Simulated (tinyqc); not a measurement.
Barrier width: Kronig-Penney superlattice by transfer matrices.

Wells (width a, potential 0, mass mw) alternate with barriers (width b, height V0, mass mb); period d = a + b; c = hbar^2/2m0. The vector (psi, psi'/m) is continuous, and a layer of thickness t carries it by M = [[cos kt, (m/k) sin kt], [-(k/m) sin kt, cos kt]] with k = sqrt(m (E - V)/c); for E < V, k = i kappa gives [[cosh, (m/kappa) sinh], [(kappa/m) sinh, cosh]] of kappa t. A Bloch state obeys cos(q d) = tr(Mb Mw)/2.

Constants: hbar^2/2m0 = 3.80998211 eV angstrom^2.

Values chosen for the exercise (near those of an InGaAs superlattice with barriers of InAlAs; shifted at random, so the results belong to these values and not to a real crystal): a = 72 angstrom (well width); V0 = 0.533 eV (barrier height); mw = 0.0406 m0 (mass in the wells); mb = 0.0773 m0 (mass in the barriers); bs = (17.5, 26.2, 35, 45.5, 56, 70, 87.5) angstrom (barrier widths).

First miniband against b. m_z = -2 c f'/d^2 with f = tr M/2 at the bottom of the band. E1 is the level of the single well, kappa1 its decay constant in the barrier.

First miniband:

| b (angstrom) | bottom (eV) | top (eV) | W (meV) | ln W | m_z (m0) |
|---|---|---|---|---|---|
| 17.5 | 0.0637 | 0.0968 | 33.12 | 3.500 | 0.0750 |
| 26.2 | 0.0724 | 0.0868 | 14.34 | 2.663 | 0.126 |
| 35.0 | 0.0764 | 0.0825 | 6.157 | 1.818 | 0.230 |
| 45.5 | 0.0783 | 0.0805 | 2.248 | 0.810 | 0.504 |
| 56.0 | 0.0790 | 0.0798 | 0.8210 | -0.197 | 1.14 |
| 70.0 | 0.0793 | 0.0795 | 0.2143 | -1.540 | 3.54 |
| 87.5 | 0.0794 | 0.0794 | 0.03999 | -3.219 | 15.0 |

E1 = 0.0794 eV
kappa1 = 0.0959 1/angstrom

W falls from 33.1 to 0.04 meV, and both edges close in on E1. The slope of ln W is -0.0962 per angstrom over the first two rows and -0.0959 over the last two, against -kappa1 = -0.0959: the width follows one power of the tunnelling amplitude once the wells couple weakly. m_z grows by a factor 199.9.

Computed by tinyqc, a small Python program: `OMP_NUM_THREADS=1 python tinyqc.py 1251277 1251278 out.jsonl` (the numbers bound the seed that draws the inputs); one thread of a shared host (Intel(R) Xeon(R) Processor @ 2.30GHz), about 0.2 s for the whole set of steps.
